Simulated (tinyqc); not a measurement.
One-diode model of a solar cell: one step of the calculation.

J is the current delivered and Vj = V + J Rs the junction voltage. J = X JL - J01 (exp(Vj/(n1 Vt)) - 1) - Vj/Rp. The photocurrent does not depend on voltage.

Problem. Figures of merit. Jsc at V = 0, Voc at J = 0, the maximum power point where J (1 + 2 Rs G) = G Vj with G = -dJ/dVj; FF = Vmp Jmp/(Voc Jsc); efficiency Vmp Jmp/(X Pin). Empirical fill factor without parasitics FF0 = (v - ln(v + 0.72))/(v + 1), v = Voc/(n1 Vt).

Parameters, values chosen for the exercise; values of the order met in cells of CIGS:

| symbol | value | unit | meaning |
|---|---|---|---|
| T | 273 | K | temperature |
| JL | 32 | mA/cm^2 | photocurrent at one sun |
| X | 10 | suns | concentration |
| J01 | 3e-12 | A/cm^2 | saturation current of the diode |
| n1 | 1.3 |  | ideality factor of the diode |
| Rs | 0.078 | ohm cm^2 | series resistance |
| Rp | 10000 | ohm cm^2 | shunt resistance |
| Pin | 100 | mW/cm^2 | incident power at one sun |

Constants: q = 1.602176634e-19 C, kB = 1.380649e-23 J/K, Vt = kB T/q. Results are converted to the units shown.

Give: Jsc; Voc; Vmp; Jmp; FF; efficiency; FF0.

Solution.

Jsc = 320.00 mA/cm^2
Voc = 0.77658 V
Vmp = 0.65858 V
Jmp = 305.23 mA/cm^2
FF = 0.80891
efficiency = 20.102 %
FF0 = 0.83850

FF is 3.5 % below FF0. Removing one loss at a time changes the efficiency by: series resistance +0.73, shunt +0.00 points.

Numbers from tinyqc (`OMP_NUM_THREADS=1 python tinyqc.py 2280010 2280011 out.jsonl`; about 0.01 s on one thread of a shared Intel Xeon 2.30GHz).
